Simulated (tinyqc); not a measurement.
Grain-boundary diffusion: Harrison regimes, Fisher and Le Claire analysis, Hart average: one step, computed by the program tinyqc. Command: `OMP_NUM_THREADS=1 python tinyqc.py 3015933 3015934 out.jsonl gbdiff walk`. One thread of a shared host (Intel(R) Xeon(R) Processor @ 2.30GHz), about 0.01 s of CPU time with the checks.

A boundary is a slab of width delta with diffusivity D_b, normal to a surface held at constant concentration; it leaks into grains of diffusivity D.

Task: Effective diffusivity. Hart average for parallel slabs: f = delta/d, D_eff = (s f D_b + (1 - f) D)/(1 - f + s f); share of the boundaries = s f D_b/(s f D_b + (1 - f) D); depth sqrt(D_eff t).

Inputs (values chosen for the exercise, for a model polycrystal):

| quantity | value | unit |
|---|---|---|
| boundary width delta | 0.67 | nm |
| segregation factor s | 1 | - |
| grain size d | 3.7 | um |
| temperature T | 732 | K |
| time t | 24000 | s |

D_b = 2.917126e-13 m^2/s

D = 4.078208e-20 m^2/s

Give: boundary fraction f; D_eff; share of the boundaries; depth sqrt(D_eff t).

Result:

boundary fraction f = 1.8108e-04

D_eff = 5.2864e-17 m^2/s

share of the boundaries = 0.99923

depth sqrt(D_eff t) = 1.1264 um

Caution: outside regime A (which needs sqrt(D t) above about 3 d) the Hart average and its depth are formal: they describe a profile only in regime A or at steady state.
